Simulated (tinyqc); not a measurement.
Number of periods: periodic multilayer mirror for extreme ultraviolet light.

s polarisation, vacuum above. q_j = sqrt(N_j^2 - sin^2 theta); interface r_jk = (q_j - q_k)/(q_j + q_k) exp(-2 (2 pi/lam)^2 q_j q_k sg^2) (Nevot-Croce; sg = 0 if not given); phase factor of a layer x_j = exp(4 pi i q_j d_j/lam). Each period has the spacer (thickness (1 - Gm) L) on top of the absorber (Gm L). In this recursion R is the amplitude; R in tables and results is the reflectance, its squared modulus. The substrate is of the spacer material. Starting with R = 0 in it, each interface upward gives R -> (r + R x)/(1 + r R x), x that of the layer below the interface (1 for the substrate).

Parameters, chosen for this exercise (optical constants near those of Mo and Si at 13.5 nm; not measured data): lam = 13.5 nm (wavelength); dA = (0.0756, 0.00651) (delta and beta of the absorber, N = 1 - delta + i beta); dS = (0.0011, 0.00169) (delta and beta of the spacer and the substrate); L = 6.96 nm (period); Gm = 0.42 (absorber share of the period); theta = 0 degrees (angle from the normal); sg = 0.4 nm (interface roughness).

The last column sets both beta to zero.

Reflectance:
```
periods      R  R without absorption
5        0.098                 0.110
10       0.292                 0.358
15       0.464                 0.603
20       0.578                 0.776
30       0.678                 0.938
50       0.712                 0.996
60       0.713                 0.999
80       0.714                 1.000
100      0.714                 1.000
```

Give the missing row, periods = 40.

Computed row:
```
periods      R  R without absorption
40       0.705                 0.984
```

R reaches 0.705 at 40 periods and 0.714 at 100; it stays within 0.01 of the last value from 40 periods on. Without absorption the last value is 1.000: absorption, not the count of layers, caps the mirror, and the roughness, which weakens each reflection, lowers that cap further.

tinyqc: `OMP_NUM_THREADS=1 python tinyqc.py 1681311 1681312 out.jsonl`; about 0.01 s, one thread, shared Intel(R) Xeon(R) Processor @ 2.30GHz.
